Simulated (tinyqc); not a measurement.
Time-dependent dielectric breakdown: cell percolation, Weibull statistics, area scaling and voltage extrapolation: one step, computed by the program tinyqc.

The oxide is divided into columns of area a^2, each holding m = t_ox/a cells (m is taken as continuous). A share lambda(t) = (t/t_1)^alpha of the cells is defective, and a column whose cells are all defective breaks down.

Question. Projection to use conditions. All three voltage laws share the slope n at the stress voltage. Factor t(V_u)/t(V): E law exp(n (1 - V_u/V)); 1/E law exp(n (V/V_u - 1)); power law (V/V_u)^n. Temperatures in kelvin are T(C) + 273.15. Temperature factor exp[(E_a/k_B)(1/T_u - 1/T)]; area factor (A/A_u)^(1/beta); percentile factor (-ln(1 - F))^(1/beta); life = t63 x all four; 1 year = 3.15576e7 s.

Inputs (values chosen for the exercise, for a model gate oxide):

| quantity | value | unit |
|---|---|---|
| test area A | 50 | um^2 |
| product area A_u | 1e+06 | um^2 |
| stress voltage V | 3.16 | V |
| use voltage V_u | 1.9 | V |
| local exponent n = -d ln t/d ln V at the stress voltage | 32 | - |
| activation energy E_a | 0.81 | eV |
| stress temperature T | 105 | C |
| use temperature T_u | 85 | C |
| allowed failure fraction F | 0.0001 | - |

Voltage law used: 1/E.

Weibull slope beta = 1.65

characteristic life t63 = 430.5810 s

Constants: k_B = 8.617333262e-05 eV/K.

Give: voltage factor; temperature factor; area factor; percentile factor; projected life.

Answer.

voltage factor = 1.645e+09

temperature factor = 4.007

area factor = 0.002474

percentile factor = 0.003765

projected life = 0.8376 years

Area and percentile together cost 5.0 decades, voltage and temperature return 9.8; a ten-year target is missed. Caution: t_1 is an input here; in a real oxide it changes with thickness at fixed voltage. Caution: a voltage factor of more than nine decades rests wholly on the chosen law and cannot be tested.
